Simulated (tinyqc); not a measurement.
Inside a calculation. Method: UHF in the sto-6g basis, for Li, spin multiplicity 2. This run ends on a higher stationary point, not on the lowest solution. One step of it, computed by the program tinyqc.

Problem. Orthogonalisation. S = U s U^T; symmetric (Loewdin) form X = U s^(-1/2) U^T, so that X^T S X = 1.

overlap S, order 1Li 1s, 1Li 2s, 1Li 2px, 1Li 2py, 1Li 2pz:
```
[[1.000000, 0.235742, 0.000000, 0.000000, 0.000000],
 [0.235742, 1.000000, 0.000000, 0.000000, 0.000000],
 [0.000000, 0.000000, 1.000000, 0.000000, 0.000000],
 [0.000000, 0.000000, 0.000000, 1.000000, 0.000000],
 [0.000000, 0.000000, 0.000000, 0.000000, 1.000000]]
```

Give: eigenvalues of S; X.

Solution.

eigenvalues of S: [0.7643, 1.0000, 1.0000, 1.0000, 1.2357]

X, order 1Li 1s, 1Li 2s, 1Li 2px, 1Li 2py, 1Li 2pz:
```
[[1.0217, -0.1222, 0.0000, 0.0000, 0.0000],
 [-0.1222, 1.0217, 0.0000, 0.0000, 0.0000],
 [0.0000, 0.0000, 1.0000, 0.0000, 0.0000],
 [0.0000, 0.0000, 0.0000, 1.0000, 0.0000],
 [0.0000, 0.0000, 0.0000, 0.0000, 1.0000]]
```
